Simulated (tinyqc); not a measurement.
Ion-assisted plasma etching: sheath, surface coverage, synergy and aspect-ratio dependence: one step, computed by the program tinyqc.

Radicals adsorb on bare sites; ions remove covered sites with a high yield and bare sites by sputtering; a slow spontaneous reaction acts everywhere, walls included.

Problem. Open-field etch rate. Steady coverage: s G_n (1 - theta) = x Y G_i theta; removal flux = Y G_i theta + Y_p G_i (1 - theta) + k_c G_n; rate = flux/N, 1 cm/s = 6e8 nm/min. Lateral rate = k_c G_n/N; anisotropy = 1 - lateral/vertical; synergy = vertical/(ions alone + radicals alone), with ions alone Y_p G_i/N and radicals alone the lateral rate.

Inputs (values chosen for the exercise, close to those used for silicon dioxide in a fluorocarbon plasma):
```
quantity,value,unit
gas temperature T_g,300,K
sticking coefficient s,0.41,-
radicals per removed unit x,3,-
spontaneous reaction probability k_c,3.1e-05,-
solid density N,2.2e+22,1/cm^3
```

Feature: long trench.

yield Y = 1.396281

sputter yield Y_p = 0.03984328

ion flux G_i = 3.458189e+16 1/(cm^2 s)

radical flux G_n = 6.326465e+17 1/(cm^2 s)

Give: coverage theta; vertical rate; lateral rate; anisotropy; synergy.

Solution.

coverage theta = 0.64166

vertical rate = 858.99 nm/min

lateral rate = 0.53487 nm/min

anisotropy = 0.99938

synergy = 22.538

Ions and radicals both limit the rate.
